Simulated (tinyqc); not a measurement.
Dopant redistribution at a moving silicon-oxide interface during parabolic oxidation: one step, computed by the program tinyqc.

Uniformly doped silicon is oxidised with x_ox = sqrt(B t); the interface advances into the silicon by alpha x_ox, alpha = 0.44. The dopant does not move in the oxide, and at the interface C(silicon) = m C(oxide).

Question. Rates. D = D0 exp(-E/(k_B T)), converted with 1 cm^2/s = 3.6e11 um^2/h; B = B0 exp(-E_B/(k_B T)); s = alpha sqrt(B/(4 D)), the interface advance over 2 sqrt(D t). Temperatures in kelvin are T(C) + 273.15.

Inputs (values chosen for the exercise, modelled on antimony in silicon under steam): dopant prefactor D0 = 4.45 cm^2/s; dopant activation energy E = 3.86 eV; oxidation prefactor B0 = 376 um^2/h; oxidation activation energy E_B = 0.777 eV; temperature T = 925 C; time t = 1.1 h.

Constants: k_B = 8.617333262e-05 eV/K.

Give: D; B; s; oxide thickness; diffusion length 2 sqrt(D t).

Answer.

D = 9.2970e-05 um^2/h

B = 0.20272 um^2/h

s = 10.273

oxide thickness = 0.47222 um

diffusion length 2 sqrt(D t) = 0.020225 um

The interface outruns diffusion. Caution: in this case the oxide is not much thicker than a typical Deal-Grove length A, so real growth is slower than parabolic. Caution: parabolic growth needs an oxide much thicker than the Deal-Grove length A, which fails for thin films and low temperatures; oxidation-enhanced or retarded diffusion is ignored.
